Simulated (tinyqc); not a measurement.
p-type polysilicon, carrier trapping at grain boundaries: two steps of the calculation.

One-dimensional grains of size Lg, uniform ionised doping N, monovalent traps Qt at each boundary at a depth Et below (for electrons) or above (for holes) the band edge there, abrupt depletion of width W on each side of a boundary, Boltzmann statistics. xi is the distance from the band edge at the grain centre to the Fermi level. Trapped charge Qt/(1 + exp((xi + VB - Et)/Vt)) = 2 N W, barrier VB = q N W^2/(2 eps0 eps_r).

Inputs (values chosen for the exercise); values of the order met in polycrystalline silicon:
- T = 300 K (temperature)
- eps_r = 11.7 (relative permittivity)
- NB = 2.65e19 cm^-3 (valence-band density of states at T)
- Lg = 180 nm (grain size)
- Qt = 1.1e12 cm^-2 (trap density of a grain boundary)
- Et = 0.48 eV (depth of the trap level from the majority band edge at the boundary)
- ms = 0.54 m0 (mass for thermionic emission)
- fe = 0.12 (correction factor of the emission rate)
- mug = 170 cm^2/(V s) (mobility inside the grains)
- N = 1.2e16 cm^-3 (doping)

Constants: q = 1.602176634e-19 C, kB = 1.380649e-23 J/K, m0 = 9.1093837015e-31 kg, Vt = kB T/q, eps0 = 8.8541878128e-14 F/cm where lengths are in cm. Results are converted to the units shown.

Task 1. Depletion width, Fermi level and barrier. If the trap equation with xi = Vt ln(NB/N) has a root W < Lg/2, the grain is partly depleted; otherwise W = Lg/2 and the trap equation gives xi = Et - VB + Vt ln(Qt/(N Lg) - 1). N* = Qt/Lg.

Find: N*; W; xi; VB; share of traps filled.

Result 1.

N* = 6.1111e16 cm^-3
W = 90.000 nm
xi = 0.44127 V
VB = 0.075164 V
share of traps filled = 0.19636

N is 0.196 N*, and the grain is fully depleted; VB = 2.91 Vt.

Task 2. Resistivity and effective mobility. n0 = NB exp(-xi/Vt); mean density n0 (1 - 2 W/Lg) by charge balance in a partly depleted grain, and n0 (sqrt(pi)/2) erf(u)/u with u = sqrt(VB/Vt) in a fully depleted one; v = sqrt(kB T/(2 pi ms m0)); barrier resistivity Vt exp(VB/Vt)/(q fe n0 v Lg); grain resistivity (1 - 2 W/Lg)/(q n0 mug); effective mobility 1/(q mean density total resistivity).

W = 90 nm
xi = 0.44126571 V
VB = 0.075164379 V

Wanted: n0; mean density; v; barrier resistivity; grain resistivity; resistivity; effective mobility.

Result 2.

n0 = 1.024e12 cm^-3
mean density = 5.238e11 cm^-3
v = 3.661e6 cm/s
barrier resistivity = 3.649e5 ohm cm
grain resistivity = 0.000 ohm cm
resistivity = 3.649e5 ohm cm
effective mobility = 32.66 cm^2/(V s)

The resistivity is 1.19e5 times that of a single crystal with the same N and mobility mug, and the mean density is 0.00436 % of N.

Computed by the program tinyqc: `OMP_NUM_THREADS=1 python tinyqc.py 2830144 2830145 out.jsonl`, one thread of a shared Intel Xeon 2.30GHz, about 0.01 s for the whole run.
